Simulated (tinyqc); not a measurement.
## Field, mass and barrier from the scaled variables

Inverse problem. A barrier edge falls as U0 - F x over a width d with F = V/d. With e = (C F^2/m1)^(1/3), C = hbar^2/(2 m0), the Airy arguments at its edges are z1 = (U0 - E)/e and z2 = (U0 - V - E)/e. Find e, m1 and U0.

Parameters, values chosen for the exercise:
- E = 0.156 eV (electron energy)
- d = 7.5 nm (barrier width)
- V = 0.13 V (voltage across the barrier)

Constants: q = 1.602176634e-19 C, hbar = 1.054571817e-34 J s, m0 = 9.1093837015e-31 kg, hbar^2/(2 m0) = 0.0380998212 eV nm^2. Results are converted to the units shown.

z1 and z2: 6.6241168  4.1915315

Solution. z1 - z2 = V/e gives e, its definition gives m1, and U0 = E + z1 e.

e = 0.05344 eV
m1 = 0.07500 m0
U0 = 0.5100 eV

Computed by the program tinyqc: `OMP_NUM_THREADS=1 python tinyqc.py 2580028 2580029 out.jsonl`, one thread of a shared Intel Xeon 2.30GHz, about 0.01 s for the whole run.
